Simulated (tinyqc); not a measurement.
From results back to parameters: propagation of a band-gap error through k.p and effective-mass formulas. Two cases, with inputs chosen for the exercise.

Problem. A calculation returned the electron mass below. With 1/me = 1 + Ep (E + 2 Dso/3)/(E (E + Dso)) and the given Ep and Dso, which gap E did it have, and by what factor is exp(-E/2kT) off against the gap Eg?

Constants: kB = 8.617333262e-05 eV/K.

Case 1.

Values chosen (reference values near those of GaAs, gap at low temperature; not measured data): Eg = 1.537 eV (gap at Gamma to the s-like level); Dso = 0.344 eV (spin-orbit splitting); Ep = 25.8 eV (Kane energy); T = 77 K (temperature).

me = 0.0691229 m0

Case 2.

Values chosen (reference values near those of ZnSe, gap at low temperature; not measured data): Eg = 2.872 eV (gap at Gamma to the s-like level); Dso = 0.392 eV (spin-orbit splitting); Ep = 23.9 eV (Kane energy); T = 300 K (temperature).

me = 0.0661188 m0

Find: X = 1/me - 1; E; log10 of the factor.
Solution. X E^2 + (X Dso - Ep) E - (2/3) Ep Dso = 0 has one positive root; the factor is exp((Eg - E)/2kT).

Case 1.

X = 1/me - 1 = 13.467
E = 1.814 eV
log10 of the factor = -9.07

Case 2.

X = 1/me - 1 = 14.124
E = 1.580 eV
log10 of the factor = 10.85

Computed by tinyqc, one run a case: `OMP_NUM_THREADS=1 python tinyqc.py N N+1 out.jsonl` with N = 1850162, 1850179; one thread of a shared Intel(R) Xeon(R) Processor @ 2.30GHz, about 0.01 s a run at most.
